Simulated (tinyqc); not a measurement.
Worked calculation: coherent transport through a tight-binding region between two chains. One step of it, computed by the program tinyqc.

Question. Transmission at E = 0.98 eV. Surface Green function g = (E - i sqrt(4 t^2 - E^2)) / (2 t^2); self-energy tc^2 g on each contact site; G = (E - H - Sigma)^(-1); Gamma = -2 Im Sigma; T = Gamma_L Gamma_R |G_LR|^2; local density of states -Im G_ii / pi.

H of the central region (eV):
```
           1          2          3          4          5
1   0.940000  -2.380000   0.000000   0.000000   0.000000
2  -2.380000   0.130000  -1.390000   0.000000   0.000000
3   0.000000  -1.390000  -0.950000  -2.380000   0.000000
4   0.000000   0.000000  -2.380000   0.820000  -2.380000
5   0.000000   0.000000   0.000000  -2.380000  -0.820000
```

Leads: semi-infinite chains with site energy 0:
```
parameter                           value
lead hopping t (eV)              2.660000
coupling to the left lead (eV)   1.360000
coupling to the right lead (eV)  0.510000
left contact site                       1
right contact site                      5
```

E = 0.980000 eV

Give: g; G; local density of states; transmission.

Answer.

g = 0.0693-0.3695i 1/eV

G (1/eV):
```
                 1                2                3                4
1  -0.0599-0.0049i   0.4165+0.0170i  -0.1522-0.0020i  -0.1199-0.0084i
2   0.4165+0.0170i   0.0203-0.1190i  -0.0062+0.0436i  -0.0068+0.0341i
3  -0.1522-0.0020i  -0.0062+0.0436i   0.2643-0.0233i   0.2094-0.0066i
4  -0.1199-0.0084i  -0.0068+0.0341i   0.2094-0.0066i  -0.1658-0.0146i
5   0.1602+0.0025i   0.0067-0.0459i  -0.2784+0.0238i   0.2219+0.0075i

                 5
1   0.1602+0.0025i
2   0.0067-0.0459i
3  -0.2784+0.0238i
4   0.2219+0.0075i
5   0.2635-0.0243i
```

local density of states (1/eV): 0.0016  0.0379  0.0074  0.0046  0.0077

transmission = 0.0067
